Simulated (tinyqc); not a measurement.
Size effects in the resistivity of thin metal films and interconnect lines: one step, computed by the program tinyqc. Command: `OMP_NUM_THREADS=1 python tinyqc.py 3030344 3030345 out.jsonl size walk`. One thread of a shared host (Intel(R) Xeon(R) Processor @ 2.30GHz), about 0.01 s of CPU time with the checks.

Electrons lose their drift at surfaces (a share 1 - p of the hits) and at grain boundaries (reflection R), besides bulk scattering.

Question. Surfaces. Fuchs-Sondheimer film: rho_b/rho = 1 - (3/(2 kappa))(1 - p) int_0^1 (s - s^3)(1 - exp(-kappa/s))/(1 - p exp(-kappa/s)) ds, f = rho/rho_b, kappa = thickness/lambda, 80 Gauss-Legendre points.

Inputs (values chosen for the exercise, modelled on iridium): bulk mean free path lambda = 6.8 nm; specularity p = 0.29; film thickness h = 6.6 nm.

Geometry: film.

Give: kappa = h/lambda; rho/rho_b from surfaces.

Answer.

kappa = h/lambda = 0.97059

rho/rho_b from surfaces = 1.3157

The thick-film form 1 + 3 (1 - p)/(8 kappa) gives 1.274, a deviation of -3.1 %.
